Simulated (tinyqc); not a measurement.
Permeation of metal atoms or ions through a thin barrier or dielectric: time lag, field-aided drift and lifetime. From one set of inputs to another, one input at a time. Computed by tinyqc, a small Python program. Command: `OMP_NUM_THREADS=1 python tinyqc.py 3018647 3018648 out.jsonl barrier ladder`. One thread of a shared host (Intel(R) Xeon(R) Processor @ 2.30GHz), about 0.03 s of CPU time with the checks.

The film 0 < x < d is empty at first; C = C0 at x = 0 and C = 0 at x = d. dC/dt = D d2C/dx2 - v dC/dx with drift v = D z e V/(k_B T d) (uniform field, no space charge).

The inputs printed are set A. Inputs not listed in the table keep their values of set A, so the rows need not describe a real material.

Inputs (values chosen for the exercise, for a model case: singly charged ions through a dielectric):
```
quantity                                   value    unit
thickness d                                   97      nm
prefactor D0                              0.0027  cm^2/s
activation energy E                        0.849      eV
concentration at the source side C0      1.9e+14  1/cm^3
charge number z                                1       -
voltage V (positive drives ions across)    -0.23       V
critical dose Q_c                          7e+08  1/cm^2
test temperature T                           150       C
use temperature T_u                           70       C
```

Constants: k_B = 8.617333262e-05 eV/K.

Method:
- D = D0 exp(-E/(k_B T)); time scale d^2/D; Peclet number P = z V/(k_B T), k_B T in eV; 1 nm = 1e-7 cm.
- Temperatures in kelvin are T(C) + 273.15.
- Steady flux J = (D C0/d) P/(1 - exp(-P)); time lag in units of d^2/D: s_L = [P (1 + exp(-P))/(1 - exp(-P)) - 2]/P^2 (P = 0: J = D C0/d, s_L = 1/6).
- Dose through the film Q(s) = C0 d {f (s - s_L) - 2 exp(P/2) sum_(n=1..200) (-1)^n n^2 pi^2 exp(-l_n s)/l_n^2}, l_n = n^2 pi^2 + P^2/4, f = P/(1 - exp(-P)) the relative flux.
- Solve Q = Q_c for s. At the use temperature D and P take T_u, with the same C0 and V; 1 year = 3.15576e7 s.

Each row keeps all changes above it:
```
input moved                                                  from             to  failure time at T (s)  failure time at T_u (years)  time lag (s)
set A                                                           -              -             1.4913e+04                   3.7933e-01    4.9059e+01
concentration at the source side C0 (1/cm^3)              1.9e+14        9.6e+18             2.2334e+01                   1.9067e-04    4.9059e+01
prefactor D0 (cm^2/s) and activation energy E (eV)  0.0027, 0.849  4.2e-06, 1.34             1.0115e+10                   1.9935e+06    2.2218e+10
thickness d (nm)                                               97            8.6             1.2972e+08                   2.9152e+04    1.7465e+08
critical dose Q_c (1/cm^2)                              700000000          6e+12             1.0143e+11                   5.9628e+07    1.7465e+08
voltage V (positive drives ions across) (V)                 -0.23              0             1.4334e+09                   2.3878e+05    2.6742e+08
test temperature T (C)                                        150            275             3.2882e+05                   2.3878e+05    6.1344e+04
```

Which inputs carry the difference?

Failure time at T goes from 14900 to 329000, a factor 22.0 in all. The largest single move comes from prefactor D0 with activation energy E (a factor 4.53e8), and test temperature T works against it (a factor 2.29e-4). Failure time at T_u goes from 0.379 to 239000, a factor 629000 in all. The largest single move comes from prefactor D0 with activation energy E (a factor 1.05e10), and concentration at the source side C0 works against it (a factor 5.03e-4). Time lag goes from 49.1 to 61300, a factor 1250 in all. The largest single move comes from prefactor D0 with activation energy E (a factor 4.53e8), and test temperature T works against it (a factor 2.29e-4). The single moves hold for this order of the switches; the total does not depend on the order.

Caution (all rows): grain boundaries, pinholes, trapping and space charge are left out; thin real barriers usually fail at defects. Caution (rows concentration at the source side C0, prefactor D0, thickness d, critical dose Q_c, voltage V (positive drives ions across), test temperature T): the space-charge potential z e C0 d^2/(2 eps) (for eps_r near 4) exceeds 10 mV, so the field is not uniform.

Extremes, crossings and ranges named in words are read from the listed rows.
